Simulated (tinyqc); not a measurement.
Cahn-Hilliard equation on a periodic one-dimensional grid: one step, computed by the program tinyqc.

Free energy F = h sum_j [A (c_j^2 - 1)^2/4 + (kappa/2) ((c_(j+1) - c_j)/h)^2]; dc/dt = Lap(mu), mu = A (c^3 - c) - kappa Lap(c), Lap(y)_j = (y_(j+1) - 2 y_j + y_(j-1))/h^2, mobility 1; the grid has n = 12 points.

Question. Linear stability. f'' = A (3 c0^2 - 1). Mode m has lambda_m = (4/h^2) sin^2(pi m/n) and the rate w_m = -lambda_m (f'' + kappa lambda_m). In the continuum the fastest wavelength is 2 pi sqrt(2 kappa/|f''|) with the rate f''^2/(4 kappa). Explicit steps near c = +-1, where f'' = 2A, are stable for dt < 2/(16 kappa/h^4 + 8 A/h^2).

Inputs (values chosen for the exercise, in reduced units):

| quantity | value | unit |
|---|---|---|
| spacing h | 1.2 | - |
| well depth A | 1.2 | - |
| gradient coefficient kappa | 0.93 | - |
| mean composition c0 | -0.36 | - |

Give: f''; Modes of the grid; fastest wavelength; largest rate; explicit limit of dt.

Answer.

f'' = -0.73344

Modes of the grid:

| m | lambda_m | w_m |
|---|---|---|
| 1 | 0.186 | 0.104 |
| 2 | 0.694 | 0.061 |
| 3 | 1.389 | -0.775 |
| 4 | 2.083 | -2.508 |
| 5 | 2.592 | -4.346 |
| 6 | 2.778 | -5.139 |

fastest wavelength = 10.01

largest rate = 0.1446

explicit limit of dt = 0.1445
